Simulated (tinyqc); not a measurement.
Inside a calculation: Koster-Slater impurity in an sp3s* host. Values are carried at full precision from step to step, so a last printed digit may differ when a step is redone from the rounded ones.

sp3s* tight binding, nearest neighbours only: anion (a) at 0, cation (c) at a/4 (1,1,1), orbitals s, px, py, pz, s* on each; k in units of 2 pi/a. With phases e_j = exp(i (pi/2) k.n_j) for n = (1,1,1), (1,-1,-1), (-1,1,-1), (-1,-1,1): g0 = (e1+e2+e3+e4)/4, g1 = (e1+e2-e3-e4)/4, g2 = (e1-e2+e3-e4)/4, g3 = (e1-e2-e3+e4)/4. The diagonal holds the levels Esa, Epa, Exa (s*) and Esc, Epc, Exc. Anion-cation block: <sa|sc> = Vss g0; <sa|xc> = Vsapc g1; <xa|sc> = -Vscpa g1; <xa|xc> = Vxx g0; <xa|yc> = <ya|xc> = Vxy g3, <xa|zc> = <za|xc> = Vxy g2, <ya|zc> = <za|yc> = Vxy g1; <s*a|xc> = Vxapc g1; <xa|s*c> = -Vpaxc g1; y and z take g2 and g3 in place of g1; s-s* and s*-s* vanish.

Inputs chosen for the exercise (out of a larger set: near a published set for InP; not measured data): p = (-8.553, 0.875, -1.489, 4.045, 8.294, 7.072, -5.35, 1.881, 4.225, 2.218, 5.576, 3.45, 4.497) eV (order Esa, Epa, Esc, Epc, Exa, Exc, Vss, Vxx, Vxy, Vsapc, Vscpa, Vxapc, Vpaxc); N = 5 (mesh); V = -7.8 eV (shift of the p levels).

## The gap of the host

Gaps from the top of the valence band to Gamma, to the minimum on (x,0,0) from 0.5 to 1, and to L; the smallest is Eg.

top of the valence band on the scale of the parameters = 0.0002 eV

gaps (eV): Gamma 1.3895, Delta 2.4536, L 1.8831

Eg (smallest gap of the host) = 1.3895 eV

## Where the weight lies

A defect on a cation site (c) shifts the s level there by Vs or the three p levels by Vp and leaves the rest. A level in the gap solves 1/Vs = G_s(E) (symmetry A1) or 1/Vp = G_p(E) (T2, threefold), with G(E) = (1/N^3) sum over k and bands of w/(E - e), where w is the weight of the state on the s orbital of that site, or the mean weight on its px, py, pz. Mesh: k = f1 (-1,1,1) + f2 (1,-1,1) + f3 (1,1,-1), f = (j + 1/2)/N, j = 0 to N - 1. Energies from the top of the valence band at Gamma; the s* orbital of the site is left as it is. An infinite shift removes the s or p orbitals, the model of the ideal vacancy: G(E) = 0.

For each band: mean energy over the mesh and summed weights; each column of weights adds to one.

Bands:
```
band,mean energy (eV),s weight,p weight
1,-9.821,0.1226,0.0049
2,-5.307,0.3644,0.0158
3,-1.606,0.0043,0.0998
4,-1.272,0.0021,0.0943
5,2.385,0.2573,0.1437
6,3.545,0.1965,0.0967
7,6.194,0.0003,0.2368
8,6.504,0.0003,0.2283
9,9.324,0.0368,0.0131
10,10.136,0.0157,0.0665
```

The filled bands hold 0.493 of the s orbital and 0.215 of each p orbital of the cation. Filled states add positive terms to G in the gap and empty ones negative terms.

## Green functions across the gap

G at nine energies E = Eg j/8.

G(E) (1/eV):
```
E (eV),G_s,G_p
0.0000,-0.08726,0.00361
0.1737,-0.10329,-0.03697
0.3474,-0.12086,-0.06412
0.5211,-0.14064,-0.08763
0.6947,-0.16351,-0.11004
0.8684,-0.19067,-0.13282
1.0421,-0.22397,-0.15731
1.2158,-0.26649,-0.18514
1.3895,-0.32388,-0.21883
```

Both fall with E, as dG/dE = -sum w/(E - e)^2 demands. G_s keeps its sign, so the vacancy has no level of this symmetry in the gap. G_p changes sign, so the vacancy has a level of this symmetry in the gap.

## A first estimate from the table

A defect that shifts the p level of its cation site by V has a level where the host Green function G_p(E) equals 1/V; E is counted from the top of the valence band. Find it by linear interpolation between the two rows that bracket it.

1/V = -0.12821 1/eV
estimated level = 0.833 eV

## The level and its weight on the defect

Solve by bisection with the full sum. The weight of the bound state on the shifted orbital is G^2/(-G'), which is also dE/dV.

level = 0.8340 eV
G'(E) = -0.13295 1/eV^2
weight on the defect orbital = 0.1236

The level lies 0.834 eV above the valence band and 0.556 eV below the conduction band. Only 12.4 % of it sits on the shifted orbital, the rest on other orbitals, so a shift of 1 eV moves the level by about 124 meV.

## Checks

- Sum of the s weights over all bands against one: both 1.00000.
- First moment of the s weights against the s level of the site, on the scale of the parameters: both -1.48900.

Run: tinyqc, `OMP_NUM_THREADS=1 python tinyqc.py 1450230 1450231 out.jsonl`; Intel(R) Xeon(R) Processor @ 2.30GHz, one thread, shared host; about 0.04 s of CPU time with all checks.
